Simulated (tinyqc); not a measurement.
Beam energy: resolution against speed: sputter depth profiling of a dopant layer: erosion rate, quantification and the mixing-roughness response. Computed by tinyqc, a small Python program. Command: `OMP_NUM_THREADS=1 python tinyqc.py 3005196 3005197 out.jsonl sims walk`. One thread of a shared host (Intel(R) Xeon(R) Processor @ 2.30GHz), about 0.02 s of CPU time with the checks.

A rastered ion beam erodes silicon (49.94 atoms per nm^3). The measured profile is the true one convolved with a depth response.

Inputs (values chosen for the exercise, modelled on a dopant in silicon under an oxygen or caesium beam):
```
quantity                               value    unit
beam energy E                            1.7     keV
beam current                              34      nA
raster side                              250      um
sputter yield at 1 keV                   0.6       -
mixing length at 1 keV                   1.9      nm
roughness sigma                          1.1      nm
depth of the top edge z0                  21      nm
box width b                               23      nm
box concentration C                  8.7e+18  1/cm^3
relative sensitivity factor RSF      1.6e+21  1/cm^3
matrix count rate                    2.6e+06     1/s
background count rate                   0.84     1/s
counting time per point                    1       s
level that defines the junction C_B    4e+17  1/cm^3
```

True profile: box.

Constants: e = 1.602176634e-19 C.

Method:
- Scaling chosen for the exercise: yield Y = Y1 E^0.5, mixing length w = w1 E^0.5 (E in keV).
- Erosion rate = Y I/(e x raster^2 x density); depth step = rate x counting time; concentration = RSF x counts/matrix counts; detection limit = RSF x 3 sqrt(background x time)/(matrix rate x time).
- Mixing alone turns a layer at z0 into (1/w) exp(-(z - z0 + w)/w) for z > z0 - w; roughness adds a Gaussian of width sigma. With x = z - z0 + w: g(x) = (1/(2w)) exp(sigma^2/(2 w^2) - x/w) erfc((sigma/w - x/sigma)/sqrt2), and its integral G(x) = (1/2) erfc(-x/(sigma sqrt2)) - w g(x). Measured: C [G(x) - G(x - b)].
- Width = full width at half maximum; the apparent junction is the deep point where the profile falls to C_B; time to profile to twice z0 = 2 z0/erosion rate, at fixed current.

erosion rate = 0.0531882 nm/s

Measured values:
```
E (keV)  w (nm)  peak (1/cm^3)  width (nm)  apparent junction (nm)  time (min)
0.15     0.7359     8.6994e+18      23.000                  46.320      44.306
0.25     0.9500     8.6995e+18      23.000                  46.607      34.319
0.50     1.3435     8.6996e+18      23.000                  47.244      24.267
1.00     1.9000     8.6994e+18      23.000                  48.270      17.160
2.00     2.6870     8.6927e+18      23.004                  49.813      12.134
4.00     3.8000     8.6514e+18      23.034                  52.053       8.580
8.00     5.3740     8.5006e+18      23.171                  55.214       6.067
```

What follows from these numbers?

From the highest to the lowest energy the width goes from 23.2 to 23.0 nm, towards the floor set by roughness and the box width 23 nm, and the junction error from 11.2 to 2.32 nm, at 7.3 times the time. Extrapolating the tail slope to zero energy separates mixing from real diffusion. Caution: the surface transient, segregation under the beam and the growth of roughness with depth are left out, and real yields fall faster near the sputter threshold.

Extremes, crossings and ranges named in words are read from the listed rows.
